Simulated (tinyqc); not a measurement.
Slope factor and drain-induced lowering from three currents.

Problem. With source and body at 0 V, I = A exp((Vg + dd Vd)/(nf Vt)) (1 - exp(-Vd/Vt)). Find nf, the swing nf Vt ln 10 and dd.

Inputs (values chosen for the exercise):
- T = 398 K (temperature)

Constants: q = 1.602176634e-19 C, kB = 1.380649e-23 J/K, Vt = kB T/q. Results are converted to the units shown.

currents at (Vg, Vd) = (0, 0.05), (0, 0.8) and (0.05, 0.8) V (nA/um): 1.0530752  5.8266576  19.439004

Solution. The pair at equal Vd gives nf; the pair at equal Vg, after dividing out the factors 1 - exp(-Vd/Vt), gives dd.

nf = 1.21
swing = 95.6 mV/decade
dd = 0.0800

tinyqc, about 0.03 s, one thread, Intel Xeon 2.30GHz (shared host): `OMP_NUM_THREADS=1 python tinyqc.py 2242230 2242231 out.jsonl`
